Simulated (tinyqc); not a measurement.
Electromigration in a confined line: Blech product, Korhonen stress evolution and Black's law: one step, computed by the program tinyqc. Command: `OMP_NUM_THREADS=1 python tinyqc.py 3008848 3008849 out.jsonl emigr walk`. One thread of a shared host (Intel(R) Xeon(R) Processor @ 2.30GHz), about 0.01 s of CPU time with the checks.

The electron wind pushes atoms from the cathode (x = 0) to the anode (x = L); blocking ends build a back stress (tension positive). The input rho is taken not to change with temperature. d sigma/dt = d/dx [kappa (d sigma/dx + G)], with zero flux at both ends and sigma = sigma_0 at t = 0.

Question. Stress along the line. sigma(x, t) = sigma_0 + G L [1/2 - x/L - 4 sum_(m odd) cos(m pi x/L) exp(-m^2 pi^2 s)/(m pi)^2], s = t/tau, summed to m = 399. Steady state: sigma_0 + G L (1/2 - x/L). Take x/L = 0, 0.1, 0.2, 0.3, 0.4, 0.6, 0.8 and 1.

Inputs (values chosen for the exercise, close to those used for copper lines):
```
quantity,value,unit
initial stress sigma_0,31,MPa
line length L,47,um
test temperature T,280,C
"time as a fraction of L^2/kappa, s",0.013,-
```

Start: thermal stress.

stress gradient G = 4.386570 MPa/um

Give: Stress (MPa).

Answer.

Stress (MPa):
```
x/L,at time s,steady state
0.0,57.52,134.1
0.1,41.85,113.5
0.2,34.43,92.9
0.3,31.81,72.2
0.4,31.14,51.6
0.6,30.86,10.4
0.8,27.57,-30.9
1.0,4.48,-72.1
```
